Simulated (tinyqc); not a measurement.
Semiconductor laser, carrier and photon rate equations: one step of the calculation.

Carrier density N and photon density S in one mode: dN/dt = F1 = eta I/(q V) - (A N + B N^2 + C N^3) - vg g S; dS/dt = F2 = G vg g S + G be B N^2 - S/tp, with g = g0 ln(N/Ntr)/(1 + ec S). Output power P = Fo Eph S V/(G tp). No heating, no carrier transport.

Question. One Runge-Kutta step of a transient. y = (N, S), k1 = F(y), k2 = F(y + dt k1/2), k3 = F(y + dt k2/2), k4 = F(y + dt k3), y(new) = y + dt (k1 + 2 k2 + 2 k3 + k4)/6.

Parameters, values chosen for the exercise:
- V = 2.4e-11 cm^3 (active volume)
- G = 0.066 (confinement factor)
- vg = 7.9e9 cm/s (group velocity)
- g0 = 2500 1/cm (gain coefficient)
- Ntr = 1.6e18 cm^-3 (transparency density)
- ec = 3.6e-17 cm^3 (gain compression)
- tp = 1.9 ps (photon lifetime)
- A = 4e7 1/s (defect recombination coefficient)
- B = 9.7e-11 cm^3/s (radiative coefficient)
- C = 5e-29 cm^6/s (Auger coefficient)
- be = 4.3e-5 (share of spontaneous emission into the mode)
- eta = 0.77 (injection efficiency)
- I = 20 mA (drive current)
- dt = 3 ps (time step)

Constants: q = 1.602176634e-19 C. Results are converted to the units shown.

(N, S) at the start: N (1e18 cm^-3) 2.456, S (1e15 cm^-3) 0.166

Give: slopes per ps, N in 1e18 and S in 1e15 cm^-3; (N, S) after the step.

Answer.

slopes per ps, N in 1e18 and S in 1e15 cm^-3:
```
       dN/dt     dS/dt
k1  0.001184  0.004808
k2  0.001119  0.005154
k3  0.001115  0.005159
k4  0.001045  0.005520
```

(N, S) after the step: N (1e18 cm^-3) 2.459, S (1e15 cm^-3) 0.1815

Numbers from tinyqc (`OMP_NUM_THREADS=1 python tinyqc.py 2840038 2840039 out.jsonl`; about 0.01 s on one thread of a shared Intel Xeon 2.30GHz).
